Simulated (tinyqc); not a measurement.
Carrier lifetime of a p-type layer with SRH, radiative, Auger and surface recombination: one step of the calculation.

Uniform excess density dn = dp (no trapping), n = n0 + dn, p = p0 + dn, Boltzmann statistics, full ionisation. Surfaces enter as a rate 2 S dn/d, which holds while diffusion to them is fast.

Question. Lifetime, shares and quasi-Fermi splitting. With e = n p - ni^2 = dn (n0 + p0 + dn): U_SRH = e/(tp0 (n + n1) + tn0 (p + p1)), U_rad = B e, U_Aug = (Cn n + Cp p) e, U_s = 2 S dn/d. tau = dn/U, shares of U, splitting Vt ln(n p/ni^2), radiative efficiency U_rad/U.

Values chosen for this exercise; band and dielectric values those of a made-up semiconductor:

| symbol | value | unit | meaning |
|---|---|---|---|
| T | 300 | K | temperature |
| B | 2.46e-10 | cm^3/s | radiative coefficient |
| Cn | 9.3e-31 | cm^6/s | Auger coefficient (two electrons) |
| Cp | 7.1e-31 | cm^6/s | Auger coefficient (two holes) |
| S | 0 | cm/s | surface recombination velocity (both faces) |
| d | 2 | um | sample thickness |

Constants: q = 1.602176634e-19 C, kB = 1.380649e-23 J/K, Vt = kB T/q. Results are converted to the units shown.

converged dn = 1.9961065e14 cm^-3
ni = 5028.1034 cm^-3
n0 = 1.6854549e-10 cm^-3
p0 = 1.5e17 cm^-3
n1 = 0.60549509 cm^-3
p1 = 4.1753970e7 cm^-3
tn0 = 1.0738832e-6 s
tp0 = 4.2955326e-4 s

Wanted: tau; shares; quasi-Fermi splitting.

Answer.

tau = 2.661e-8 s
shares (%): SRH 1.62, radiative 98.34, Auger 0.04, surface 0.00
quasi-Fermi splitting = 1.433 V

Radiative recombination takes the largest share. dn is 0.0013 times the doping: low injection.

Program tinyqc, `OMP_NUM_THREADS=1 python tinyqc.py 2300037 2300038 out.jsonl`; Intel Xeon 2.30GHz, shared host, one thread, about 0.01 s.
